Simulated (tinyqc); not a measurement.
UHF in the sto-3g basis, for H6, spin multiplicity 1, step by step. This run ends on a higher stationary point, not on the lowest solution. One step of it, computed by the program tinyqc.

Problem. Iteration 1: diagonalisation and new density. Diagonalise F' = X^T F X, C = X C', fill 3 alpha and 3 beta electrons from the bottom; D(s) = C_occ C_occ^T. Each column has its largest component positive (the first on a tie).

F(alpha) (hartree), order 1H 1s, 2H 1s, 3H 1s, 4H 1s, 5H 1s, 6H 1s:
```
[[-0.248240, -0.374324, -0.049324, 0.009197, -0.008581, -0.006565],
 [-0.374324, -0.203976, -0.186100, -0.029958, -0.002746, -0.002158],
 [-0.049324, -0.186100, -0.039518, -0.274546, -0.016484, 0.013792],
 [0.009197, -0.029958, -0.274546, 0.028629, -0.215551, -0.069088],
 [-0.008581, -0.002746, -0.016484, -0.215551, -0.130720, -0.306787],
 [-0.006565, -0.002158, 0.013792, -0.069088, -0.306787, -0.153527]]
```

F(beta) (hartree), order 1H 1s, 2H 1s, 3H 1s, 4H 1s, 5H 1s, 6H 1s:
```
[[-0.153274, -0.307262, -0.069126, 0.013801, -0.002174, -0.006567],
 [-0.307262, -0.130819, -0.215293, -0.016525, -0.002757, -0.008555],
 [-0.069126, -0.215293, 0.029025, -0.274607, -0.029932, 0.009225],
 [0.013801, -0.016525, -0.274607, -0.039372, -0.186221, -0.049331],
 [-0.002174, -0.002757, -0.029932, -0.186221, -0.204414, -0.374083],
 [-0.006567, -0.008555, 0.009225, -0.049331, -0.374083, -0.248600]]
```

X, order 1H 1s, 2H 1s, 3H 1s, 4H 1s, 5H 1s, 6H 1s:
```
[[0.368316, -0.588915, -0.548701, 0.443057, -0.389043, 0.210580],
 [-0.596910, 0.687634, 0.332817, 0.236077, -0.423775, 0.316633],
 [0.780164, -0.232993, 0.514017, -0.419881, -0.140085, 0.400249],
 [-0.779684, -0.235935, -0.513362, -0.419674, 0.141296, 0.400071],
 [0.595179, 0.687987, -0.334184, 0.236580, 0.424068, 0.316014],
 [-0.366693, -0.588245, 0.549835, 0.443729, 0.388898, 0.209915]]
```

Give: F' = X^T F X; orbital energies; coefficients C; F' = X^T F X; orbital energies; coefficients C; D(alpha) after iteration 1; D(beta) after iteration 1.

Solution.

F' = X^T F X (alpha) (hartree):
```
[[0.701, 0.036, 0.108, 0.045, 0.000, -0.003],
 [0.036, 0.343, 0.009, 0.024, 0.003, -0.004],
 [0.108, 0.009, 0.192, 0.045, -0.033, 0.006],
 [0.045, 0.024, 0.045, -0.220, 0.040, -0.093],
 [0.000, 0.003, -0.033, 0.040, -0.386, 0.028],
 [-0.003, -0.004, 0.006, -0.093, 0.028, -0.364]]
```

orbital energies (alpha) (hartree): [-0.446, -0.356, -0.177, 0.174, 0.340, 0.730]

coefficients C (alpha), order 1H 1s, 2H 1s, 3H 1s, 4H 1s, 5H 1s, 6H 1s:
```
[[0.596, -0.105, -0.311, -0.543, -0.610, -0.215],
 [0.549, -0.080, 0.010, 0.473, 0.746, 0.432],
 [0.149, 0.067, 0.620, 0.316, -0.334, -0.813],
 [0.053, 0.270, 0.449, -0.378, -0.171, 0.913],
 [0.056, 0.545, -0.106, -0.466, 0.632, -0.590],
 [0.046, 0.531, -0.349, 0.637, -0.533, 0.281]]
```

F' = X^T F X (beta) (hartree):
```
[[0.701, -0.036, 0.108, -0.045, 0.000, 0.003],
 [-0.036, 0.343, -0.008, 0.023, -0.003, -0.004],
 [0.108, -0.008, 0.192, -0.045, -0.033, -0.006],
 [-0.045, 0.023, -0.045, -0.220, -0.040, -0.093],
 [0.000, -0.003, -0.033, -0.040, -0.386, -0.028],
 [0.003, -0.004, -0.006, -0.093, -0.028, -0.364]]
```

orbital energies (beta) (hartree): [-0.446, -0.356, -0.177, 0.175, 0.340, 0.730]

coefficients C (beta), order 1H 1s, 2H 1s, 3H 1s, 4H 1s, 5H 1s, 6H 1s:
```
[[0.046, 0.531, -0.348, 0.634, -0.537, 0.282],
 [0.056, 0.545, -0.106, -0.462, 0.634, -0.590],
 [0.053, 0.269, 0.449, -0.379, -0.167, 0.913],
 [0.149, 0.066, 0.620, 0.313, -0.336, -0.813],
 [0.550, -0.080, 0.010, 0.477, 0.744, 0.431],
 [0.597, -0.105, -0.311, -0.546, -0.606, -0.214]]
```

D(alpha) after iteration 1, order 1H 1s, 2H 1s, 3H 1s, 4H 1s, 5H 1s, 6H 1s:
```
[[0.463, 0.333, -0.111, -0.136, 0.009, 0.080],
 [0.333, 0.308, 0.083, 0.012, -0.014, -0.021],
 [-0.111, 0.083, 0.411, 0.304, -0.021, -0.174],
 [-0.136, 0.012, 0.304, 0.277, 0.102, -0.011],
 [0.009, -0.014, -0.021, 0.102, 0.311, 0.329],
 [0.080, -0.021, -0.174, -0.011, 0.329, 0.406]]
```

D(beta) after iteration 1, order 1H 1s, 2H 1s, 3H 1s, 4H 1s, 5H 1s, 6H 1s:
```
[[0.405, 0.329, -0.011, -0.174, -0.021, 0.080],
 [0.329, 0.312, 0.102, -0.021, -0.014, 0.009],
 [-0.011, 0.102, 0.277, 0.304, 0.012, -0.137],
 [-0.174, -0.021, 0.304, 0.411, 0.083, -0.111],
 [-0.021, -0.014, 0.012, 0.083, 0.309, 0.333],
 [0.080, 0.009, -0.137, -0.111, 0.333, 0.464]]
```
